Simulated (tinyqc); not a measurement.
Plane-wave Kohn-Sham cycle with exchange-only LDA in a layered model solid, step by step. One step of it, computed by the program tinyqc.

Question. Iteration 2: Hamiltonian at one k. H(m,m') = (k + G_m)^2/2 delta + V(G_m - G_m'), with V(-G) = V(G).

A solid whose potential varies along x alone (atomic units):
```
parameter                      value
period a                   16.800000
cross-section of the cell  13.000000
electrons per cell                 2
grid points                       16
plane waves -n..n, n               3
k points                           4
V1 in V1 cos(2 pi x/a)     -0.130000
```

V(G_m), m = 0, 1, 2, ... (hartree): -0.186681  0.378772  0.040816  0.005805  0.000706  -0.000025  -0.000002

k = 0.125000 2 pi / a

Give: H.

Answer.

H (hartree), lower triangle:
```
       -3     -2      -1      +0      +1     +2     +3
-3  0.391
-2  0.379  0.059
-1  0.041  0.379  -0.133
+0  0.006  0.041   0.379  -0.186
+1  0.001  0.006   0.041   0.379  -0.098
+2  0.000  0.001   0.006   0.041   0.379  0.129
+3  0.000  0.000   0.001   0.006   0.041  0.379  0.496
```
